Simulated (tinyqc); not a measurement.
# Implant damage, amorphisation by cascade overlap, and solid-phase epitaxial regrowth, step by step

A worked calculation. Computed by tinyqc, a small Python program that keeps every step. Command: `OMP_NUM_THREADS=1 python tinyqc.py 3111017 3111018 out.jsonl sper walk`. One thread of a shared host (Intel(R) Xeon(R) Processor @ 2.30GHz), about 0.01 s of CPU time with the checks. Intermediate numbers are printed to about 5 digits and carried at full precision; extremes and crossings named in words are read from the listed rows.

Range and width of the damage are inputs. Dynamic annealing enters only through the surviving share f.

Inputs (values chosen for the exercise, modelled on germanium ions in germanium):
```
quantity                            value    unit
atomic density N                     44.2  1/nm^3
ion Z1                                 32       -
ion mass M1                          72.6       u
target Z2                              32       -
target mass M2                      72.63       u
ion energy E                           16     keV
displacement energy E_d                16      eV
depth of the damage peak R_d          8.6      nm
width of the damage profile s_d         5      nm
share of defects that survive f      0.66       -
critical displaced share x_c         0.12       -
dose Q                            1.8e+15  1/cm^2
overlaps needed n                       3       -
area amorphised by one track A_i        4    nm^2
regrowth prefactor v0             2.9e+16    nm/s
regrowth energy E_a                  2.14      eV
anneal temperature                    405       C
rate relative to (100)               0.33       -
peak enhancement by the dopant         12       -
ramp rate                               2     K/s
```

Constants: a_0 = 0.529177210903 angstrom; e^2/(4 pi eps_0) = 14.39964548 eV angstrom; k_B = 8.617333262e-05 eV/K.

## Damage energy and displacements per ion

Robinson partition: eps = E a M2/(Z1 Z2 (e^2/(4 pi eps_0)) (M1 + M2)), a = 0.8853 a_0/sqrt(Z1^(2/3) + Z2^(2/3)); k = 0.0793 Z1^(2/3) Z2^(1/2) (M1 + M2)^(3/2)/((Z1^(2/3) + Z2^(2/3))^(3/4) M1^(3/2) M2^(1/2)); damage energy T_d = E/(1 + k (eps + 0.40244 eps^(3/4) + 3.4008 eps^(1/6))); displacements nu = 0.8 T_d/(2 E_d).

reduced energy eps = 0.056622

k = 0.15778

damage energy T_d = 11.862 keV

T_d/E = 0.74139

displacements per ion nu = 296.56

26 % of the energy goes to electrons.

## The amorphous layer

Displaced share x(z) = f nu Q exp(-(z - R_d)^2/(2 s_d^2))/(sqrt(2 pi) s_d N); the layer is amorphous where x > x_c, between R_d -/+ s_d sqrt(2 ln(x_max/x_c)), the upper edge being cut at the surface. Threshold dose Q_c = Q x_c/x_max.

peak displaced share x_max = 6.3598

threshold dose Q_c = 3.3963e+13 1/cm^2

upper edge = 0 nm

lower edge = 22.689 nm

The layer reaches the surface. Caution: x above 1 counts atoms displaced more than once.

## Damage left below the interface

Displaced atoms per area beyond the lower edge z2: f nu Q (1/2) erfc((z2 - R_d)/(sqrt2 s_d)); they are not removed by regrowth.

share of the damage beyond z2 = 0.0024170

displaced atoms beyond z2 = 8.5153e+14 1/cm^2

## Layer against dose

The formulas are those given above.

Dose series; the last column is f nu Q erfc((z2 - R_d)/(sqrt2 s_d))/2:
```
Q (1/cm^2)   x_max  upper edge (nm)  lower edge (nm)  displaced atoms beyond z2 (1/cm^2)
3.74e+13    0.1321           6.4047           10.795                          2.4179e+15
5.09e+13    0.1798           4.1023           13.098                          1.8349e+15
8.49e+13    0.3000           1.8317           15.368                          1.4610e+15
1.36e+14    0.4805           0.2712           16.929                          1.2745e+15
2.38e+14    0.8409           0.0000           18.467                          1.1287e+15
4.08e+14    1.4416           0.0000           19.749                          1.0286e+15
8.49e+14    2.9997           0.0000           21.286                          9.2835e+14
1.70e+15    6.0065           0.0000           22.588                          8.5670e+14
```

A dose 45 times larger moves the lower edge from 10.8 to 22.6 nm, as the root of a logarithm, and the damage beyond it falls by a factor 2.8, since the edge lies on an ever steeper tail. The layer reaches the surface at Q_c exp(R_d^2/(2 s_d^2)) = 1.49e14 per cm^2.

## Overlap model

Gibbons model: a point turns amorphous after n + 1 hits; with y = A_i Q the amorphous share is 1 - exp(-y) sum_(k=0..n) y^k/k!. Doses are set by y.

Amorphous share:
```
y    Q (1/cm^2)  direct impact (n = 0)     given n
0.1    2.50e+12                0.09516  3.8468e-06
0.3    7.50e+12                0.25918  2.6581e-04
0.6    1.50e+13                0.45119  3.3581e-03
1.0    2.50e+13                0.63212  1.8988e-02
2.0    5.00e+13                0.86466  1.4288e-01
3.0    7.50e+13                0.95021  3.5277e-01
5.0    1.25e+14                0.99326  7.3497e-01
8.0    2.00e+14                0.99966  9.5762e-01
```

At small y the share grows as y^4; between the first rows the exponent is 3.86.

## Isothermal regrowth

v = v0 x orientation factor x exp(-E_a/(k_B T)) x [1 + (enhancement - 1) exp(-(z - R_d)^2/(2 s_d^2))], T = anneal temperature + 273.15 K; the dopant is taken to follow the damage profile; the lower front moves from the lower edge z2 to the surface, or to the middle (z1 + z2)/2 of a buried layer with upper edge z1; time = int dz/v; the equivalent undoped distance is that time times the undoped velocity.

undoped velocity = 1.1944 nm/s

distance to regrow = 22.689 nm

time without enhancement = 18.996 s

equivalent undoped distance = 5.3857 nm

time with enhancement = 4.5089 s

The rate doubles for each 13 K or so near this temperature.

## Regrowth during a ramp

On a linear ramp from 200 C regrowth ends at the T_f where int v_undoped dT/(ramp rate) equals the equivalent undoped distance.

temperature at which regrowth ends = 393.46 C

Checks made by the program: tail against quadrature of x(z) N (relative difference below 1e-10).
